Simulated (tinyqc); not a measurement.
Trench capacitor in an array: capacitance, non-linearity, leakage and relaxation: two steps of the calculation.

A film between two metal electrodes, each interface adding a series capacitance ci. The small-signal permittivity is ek (1 + aq E^2); the field is found with the linear permittivity. Leakage J = J0 sinh(E/Ef). After a voltage step the film passes a relaxation current kr C V tt^(-nr), tt being the time in seconds. The sidewall is a coaxial capacitor with radii a = dm/2 - t and b = dm/2, depth AR dm; the end face is left out.

Inputs (values chosen for the exercise); permittivity of the order of that of silicon nitride: relative permittivity of the film ek = 7.63; film thickness t = 13 nm; capacitance of each electrode interface (dead layer and screening) ci = 240 uF/cm^2; quadratic field coefficient of the permittivity aq = 0.00099 cm^2/MV^2; bias V = 1.8 V; leakage prefactor J0 = 3.4e-10 A/cm^2; field for an e-fold rise of the leakage Ef = 0.46 MV/cm; diameter of the hole dm = 71 nm; aspect ratio, depth over diameter AR = 50; pitch of the square array pt = 140 nm; resistivity of the inner electrode rho = 240 uohm cm.

Constants: eps0 = 8.8541878128e-14 F/cm where lengths are in cm. Results are converted to the units shown.

Problem 1. Planar capacitance, field and non-linearity. Planar film: Cf = eps0 ek/t, 1/C = 1/Cf + 2/ci, EOT = 3.9 eps0/C, effective permittivity C t/eps0, E = (V/t) C/Cf; quadratic coefficient [C(V)/C - 1]/V^2 with Cf (1 + aq E^2) in C(V).

Find: Cf; C; EOT; effective permittivity; E; quadratic coefficient; J.

Solution 1.

Cf = 0.5197 uF/cm^2
C = 0.5174 uF/cm^2
EOT = 6.674 nm
effective permittivity = 7.597
E = 1.379 MV/cm
quadratic coefficient = 578.2 ppm/V^2
J = 3.396e-9 A/cm^2

The interfaces take 0.431 % of the voltage.

Problem 2. Cell capacitance, fields and time constant. Per length 1/c = ln(b/a)/(2 pi eps0 ek) + (1/a + 1/b)/(2 pi ci); cell capacitance c AR dm; per footprint over pt^2; fields c V/(2 pi eps0 ek r) at r = a and b; resistance of the inner electrode rho AR dm/(pi a^2); time constant R C/3 of the distributed line.

Give: a; b; cell capacitance; capacitance per footprint; field at a; field at b; R; R C/3.

Solution 2.

a = 22.500 nm
b = 35.500 nm
cell capacitance = 3.2897 fF
capacitance per footprint = 16.784 uF/cm^2
field at a = 1.7465 MV/cm
field at b = 1.1069 MV/cm
R = 5.3570 kohm
R C/3 = 5.8744 ps

The array gives 32.4 times the planar capacitance per footprint; curvature makes the field at the inner electrode 1.27 times the planar value.

Numbers from tinyqc (`OMP_NUM_THREADS=1 python tinyqc.py 2102107 2102108 out.jsonl`; about 0.01 s on one thread of a shared Intel Xeon 2.30GHz).
